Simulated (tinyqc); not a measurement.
Temperatures in a stack of 4 dies with leakage feedback: one step of the calculation.

One-dimensional heat flow to a sink below die 0. The power of each die is released in a plane at its top; from the plane of die j > 0 heat crosses its silicon (ts), a bond layer and the wiring of die j - 1; from die 0 it crosses t0, paste and sink. Copper shares the path through bond and wiring in parallel: k_eff = fm km + (1 - fm) k. Silicon is taken at the temperature of the plane above it. Leakage is P_l exp((T - 350 K)/Tl).

Question. Resistances per area at 300 K. R = thickness/conductivity for each layer.

Inputs (values chosen for the exercise); conductivities of the order met in silicon, wiring layers, bonds and pastes:
- k0 = 136 W/(m K) (conductivity of silicon at 300 K)
- ts = 100 um (thickness of a thinned die)
- t0 = 500 um (thickness of the die next to the sink)
- tb = 11 um (thickness of the wiring layers)
- kb = 2.7 W/(m K) (conductivity of the wiring layers)
- tg = 2 um (thickness of a bond layer)
- kg = 1 W/(m K) (conductivity of the bond dielectric)
- fm = 0.01 (area share of copper through bond and wiring)
- km = 390 W/(m K) (conductivity of copper)
- Rt = 0.22 K cm^2/W (paste and lid)
- Rs = 0.16 K cm^2/W (heat sink)

Give: thick die; thinned die; k_eff of the bond; k_eff of the wiring; bond plus wiring; paste plus sink.

Answer.

thick die = 0.036765 K cm^2/W
thinned die = 0.0073529 K cm^2/W
k_eff of the bond = 4.8900 W/(m K)
k_eff of the wiring = 6.5730 W/(m K)
bond plus wiring = 0.020825 K cm^2/W
paste plus sink = 0.38000 K cm^2/W

tinyqc, about 0.02 s, one thread, Intel Xeon 2.30GHz (shared host): `OMP_NUM_THREADS=1 python tinyqc.py 2162009 2162010 out.jsonl`
